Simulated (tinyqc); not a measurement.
Temperature series and Richardson plot: current of a Schottky diode by thermionic-emission-diffusion theory, and its read-back from I-V-T and C-V data. Computed by tinyqc, a small Python program. Command: `OMP_NUM_THREADS=1 python tinyqc.py 3027447 3027448 out.jsonl schottky walk`. One thread of a shared host (Intel(R) Xeon(R) Processor @ 2.30GHz), about 0.01 s of CPU time with the checks.

Full ionisation, no tunnelling, no recombination current. V is the voltage across the junction itself, forward positive.

Inputs (values chosen for the exercise, modelled on n-type silicon):
```
quantity                                     value          unit
Richardson constant A*                         115  A/(cm^2 K^2)
effective density of states at 300 K, N_c  2.9e+19        1/cm^3
permittivity eps                              11.7             -
mobility mu                                   1400    cm^2/(V s)
barrier without image force phi_0            0.764            eV
doping N                                     5e+16        1/cm^3
junction voltage V                            0.24             V
```

Barrier: uniform.

Constants: k_B = 8.617333262e-05 eV/K; e = 1.602176634e-19 C; eps_0 = 8.8541878128e-12 F/m.

Method:
- N_c(T) = N_c (T/300 K)^(3/2); V_bi = phi_0 - (k_B T/e) ln(N_c(T)/N); surface field F = sqrt(2 e N (V_bi - V - k_B T/e)/(eps eps_0)); image lowering d_phi = sqrt(e F/(4 pi eps eps_0)); effective barrier phi = phi_0 - d_phi.
- Collection velocity v_R = A* T^2/(e N_c(T)); diffusion velocity v_D = mu F; J = e N_c(T) v_R/(1 + v_R/v_D) exp(-phi/k_B T) [exp(e V/k_B T) - 1].
- Ideality n = (e/k_B T)/(d ln J/dV) by a central difference of +/- 1 mV; J_0 = J exp(-e V/(n k_B T)); apparent barrier phi_IV = k_B T ln(A* T^2/J_0); a C-V plot gives phi_CV = phi_0, the mean without lowering.
- A least-squares line of ln(J_0/T^2) against 1/(k_B T) gives a barrier (minus the slope) and a Richardson constant (exp of the intercept).

At the same junction voltage:
```
T (K)  1/k_B T (1/eV)       n  J_0 (A/cm^2)  phi_IV (eV)  ln(J_0/T^2)
200            58.023  1.0199    2.0392e-12      0.72834      -37.515
250            46.418  1.0215    1.4603e-08      0.72881      -29.085
300            38.682  1.0236    5.7955e-06      0.72931      -23.466
350            33.156  1.0260    4.3595e-04      0.72985      -19.454
400            29.011  1.0290    1.1523e-02      0.73045      -16.446
450            25.788  1.0329    1.5114e-01      0.73108      -14.108
```

barrier from the Richardson plot = 0.72617 eV

Richardson constant from the plot = 101.60 A/(cm^2 K^2)

What does the comparison show, and why?

From 200 to 450 K n goes from 1.020 to 1.033 and phi_IV from 0.728 to 0.731 eV. The plot returns 0.726 eV against phi_0 = 0.764 and a constant 0.883 times the true A*.

Extremes, crossings and ranges named in words are read from the listed rows.
